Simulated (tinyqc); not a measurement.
Worked calculation: coupled-perturbed Hartree-Fock on RHF in the sto-3g basis, for H4, spin multiplicity 1. The polarisability along this axis is zero because the basis has no function that the field can mix in; the real value is not. One step of it, computed by the program tinyqc.

Problem. Iteration 8 (converged): orbitals. Diagonalise F' = X^T F X, C = X C', fill 2 alpha and 2 beta electrons from the bottom; D = 2 C_occ C_occ^T. Each column has its largest component positive (the first on a tie).

converged F (hartree):
```
,1H 1s,2H 1s,3H 1s,4H 1s
1H 1s,-0.213943,-0.432696,-0.068793,0.007057
2H 1s,-0.432696,-0.247771,-0.222546,-0.068793
3H 1s,-0.068793,-0.222546,-0.247771,-0.432696
4H 1s,0.007057,-0.068793,-0.432696,-0.213943
```

X:
```
,1,2,3,4
1H 1s,-0.608986,0.704670,0.514861,0.330265
2H 1s,0.870393,-0.527198,0.360231,0.441443
3H 1s,-0.870393,-0.527198,-0.360231,0.441443
4H 1s,0.608986,0.704670,-0.514861,0.330265
```

Give: F' = X^T F X; orbital energies; coefficients C; D after iteration 8.

Solution.

F' = X^T F X (hartree):
```
,1,2,3,4
1,0.5694,0.0000,-0.0437,0.0000
2,0.0000,0.2783,0.0000,-0.0147
3,-0.0437,0.0000,-0.3937,0.0000
4,0.0000,-0.0147,0.0000,-0.5209
```

orbital energies (hartree): MO1 -0.5212, MO2 -0.3957, MO3 0.2786, MO4 0.5714

coefficients C:
```
,MO1,MO2,MO3,MO4
1H 1s,0.3432,0.4868,0.6985,-0.6317
2H 1s,0.4316,0.3993,-0.5353,0.8532
3H 1s,0.4316,-0.3993,-0.5353,-0.8532
4H 1s,0.3432,-0.4868,0.6985,0.6317
```

D after iteration 8:
```
,1H 1s,2H 1s,3H 1s,4H 1s
1H 1s,0.7095,0.6850,-0.0924,-0.2383
2H 1s,0.6850,0.6914,0.0538,-0.0924
3H 1s,-0.0924,0.0538,0.6914,0.6850
4H 1s,-0.2383,-0.0924,0.6850,0.7095
```
